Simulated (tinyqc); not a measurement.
Changing the film density rho: X-ray reflectivity of a thin film on silicon: critical angles, Parratt recursion, fringes and roughness. Computed by tinyqc, a small Python program. Command: `OMP_NUM_THREADS=1 python tinyqc.py 3120103 3120104 out.jsonl xrr sweep`. One thread of a shared host (Intel(R) Xeon(R) Processor @ 2.30GHz), about 0.01 s of CPU time with the checks.

n = 1 - delta + i beta; the classical electron radius is r_e = 2.8179403e-6 nm. Layer 0 is vacuum, 1 the film, 2 the substrate.

Inputs (values chosen for the exercise, modelled on TaN on silicon, copper K-alpha radiation): wavelength lambda = 0.15406 nm; effective electrons per unit mass, film = 0.409 mol/g; beta/delta, film = 0.078; film thickness d = 4.55 nm; roughness of the surface sigma_1 = 0.64 nm; roughness of the interface sigma_2 = 0.14 nm; substrate density = 2.33 g/cm^3; effective electrons per unit mass, substrate = 0.507 mol/g; beta/delta, substrate = 0.023; grazing angle theta = 1.47 degrees.

Constants: N_A = 6.02214076e+23 1/mol.

Method:
- delta = r_e lambda^2 rho_e/(2 pi), rho_e = density x electrons per mass x N_A; critical angle sqrt(2 delta), q_c = 4 sqrt(pi r_e rho_e).
- k_j = (2 pi/lambda) sqrt(sin^2 theta - 2 delta_j + 2 i beta_j); r_ij = (k_i - k_j)/(k_i + k_j) x exp(-2 k_i k_j sigma^2) (Nevot-Croce); r = (r_01 + r_12 p)/(1 + r_01 r_12 p), p = exp(2 i k_1 d); R = |r|^2.
- Far above the critical angle the period is d theta = lambda/(2 d), or 2 pi/d in q; the envelope runs between (|r_01| - |r_12 p|)^2 and (|r_01| + |r_12 p|)^2; contrast = 2 a b/(a^2 + b^2) with a = |r_01|, b = |r_12 p|; roughness factors on the amplitudes are about exp(-q^2 sigma^2/2).

One run for each value:
```
film density rho (g/cm^3)  critical angle of the film (degrees)  contrast  reflectivity R
7.65                                                     0.3629    0.9432        0.000251
9.07                                                     0.3951    0.9157        0.000395
10.50                                                    0.4251    0.8960        0.000573
11.90                                                    0.4526    0.8822        0.000778
13.30                                                    0.4785    0.8724        0.001014
14.80                                                    0.5047    0.8650        0.001298
16.20                                                    0.5281    0.8602        0.001592
17.60                                                    0.5504    0.8571        0.001912
```

Over the rows, critical angle of the film (degrees) rises from 0.363 to 0.550 (exponent d ln y / d ln x about 0.50 throughout); contrast falls from 0.943 to 0.857 (exponent d ln y / d ln x -0.17 between the first rows and -0.044 between the last); reflectivity R rises from 2.51e-4 to 0.00191 (exponent d ln y / d ln x 2.7 between the first rows and 2.2 between the last). The exponent of critical angle of the film stays at 0.50: delta is proportional to the density.
